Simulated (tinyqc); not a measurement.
# Energy and delay of logic against supply voltage: what changes with what

One expression serves below and above threshold: I(Vg) = Ik [ln(1 + exp((Vg - VT + dd V)/(al nf Vt)))]^al, with I_on = I(V) and I_off = I(0). Gate delay td = kd C V/I_on, clock period LD td. Per gate and cycle the switching energy is act C V^2 and the leakage energy I_off V LD td. No short-circuit current, no variation. Minima are sought above 0.09 V; below a few Vt gates no longer switch and the model has no meaning.

Parameters, values chosen for the exercise; values of the order met in logic technologies: temperature T = 330 K; threshold voltage at zero drain bias VT = 0.27 V; slope factor nf = 1.09; barrier lowering per volt of supply dd = 0.1; specific current of a gate Ik = 1 uA; exponent of the current law al = 1.56; load capacitance of a gate C = 0.43 fF; delay factor kd = 0.9; logic depth LD = 16; activity factor act = 0.3.

Constants: q = 1.602176634e-19 C, kB = 1.380649e-23 J/K, Vt = kB T/q. Results are converted to the units shown.

Each table varies one quantity; the others keep the values above.

## Energy and delay against supply voltage

EDP = energy times td.

Energy and delay against supply voltage:
```
V (V)	I_on (uA)	I_off (nA)	td (ps)	switching (aJ)	leakage (aJ)	energy (aJ)	EDP (fJ ps)
0.15	0.031041	0.26635	1870.1	2.9025	1.1954	4.0979	7.6636
0.27	1.0169	0.39183	102.75	9.4041	0.17393	9.5780	0.98416
0.38	5.8606	0.55802	25.093	18.628	0.085134	18.713	0.46955
0.5	15.495	0.82036	12.488	32.250	0.081954	32.332	0.40375
0.62	28.283	1.2054	8.4834	49.588	0.10144	49.689	0.42153
0.73	42.264	1.7144	6.6844	68.744	0.13385	68.878	0.46041
0.85	59.687	2.5156	5.5113	93.203	0.18855	93.391	0.51470
0.97	79.168	3.6875	4.7417	121.38	0.27136	121.65	0.57681
1.08	98.699	5.2299	4.2347	150.47	0.38270	150.85	0.63880
1.2	121.71	7.6452	3.8156	185.76	0.56008	186.32	0.71092
```

td falls from 1870 to 3.82 ps; the energy rises from 4.10 to 186 aJ and the EDP goes from 7.66 through a minimum of 0.404 (at V = 0.5 V among the rows listed) to 0.711 fJ ps. The exact minima lie at V = 0.113 V for the energy and 0.510 V for the EDP. Going from 1.2 V to the energy minimum saves a factor of 49.3 in energy and costs a factor of 1290 in delay.

## Optimum supplies against the threshold voltage at zero drain bias

Same model as above.

V_min minimises the energy and V_EDP the product of energy and td.

Optimum supplies against the threshold voltage at zero drain bias:
```
VT (V)	V_min (V)	energy at V_min (aJ)	leakage share (%)	clock at V_min (MHz)	V_EDP (V)	clock at V_EDP (GHz)
0.2	0.1055	4.002	64.14	89.67	0.3788	4.443
0.25	0.1124	3.819	57.30	23.08	0.4724	4.996
0.3	0.1143	3.749	55.02	5.010	0.5675	5.542
0.35	0.1150	3.724	54.20	1.029	0.6626	6.049
0.4	0.1152	3.715	53.91	0.2074	0.7575	6.521
0.45	0.1153	3.712	53.81	0.04148	0.8522	6.967
0.5	0.1153	3.711	53.77	0.008278	0.9470	7.391
0.55	0.1153	3.710	53.76	0.001650	1.042	7.797
```

As VT goes from 0.2 to 0.55, V_min rises from 0.105 to 0.115 V, the energy there falls from 4.00 to 3.71 aJ, the clock there falls from 89.7 to 0.00165 MHz and V_EDP rises from 0.379 to 1.04 V. V_min lies below VT for VT = 0.2, 0.25, 0.3, 0.35, 0.4, 0.45, 0.5, 0.55 V. As VT grows, I_on too becomes a subthreshold current, VT cancels more and more from the energy, and it mainly sets the clock.

tinyqc, about 0.01 s, one thread, Intel Xeon 2.30GHz (shared host): `OMP_NUM_THREADS=1 python tinyqc.py 2082105 2082106 out.jsonl`
